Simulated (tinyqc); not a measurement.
# Scale length and length offset from two DIBL values

Question. DIBL = exp(-Le/(2 l)) + 2 exp(-Le/l) with Le = L - dL. Find l, dL and the drawn length for a DIBL of 100 mV/V.

DIBL at drawn lengths 51 and 78 nm (mV/V): [82.811959, 18.078565]

Answer. With e = exp(-Le/(2 l)), 2 e^2 + e = DIBL gives e and so Le/l at each length; Le/l is a straight line in L with slope 1/l.

l = 9.500 nm
dL = 1.100 nm
length for 100 mV/V = 47.85 nm

Numbers from tinyqc (`OMP_NUM_THREADS=1 python tinyqc.py 2002181 2002182 out.jsonl`; about 0.01 s on one thread of a shared Intel Xeon 2.30GHz).
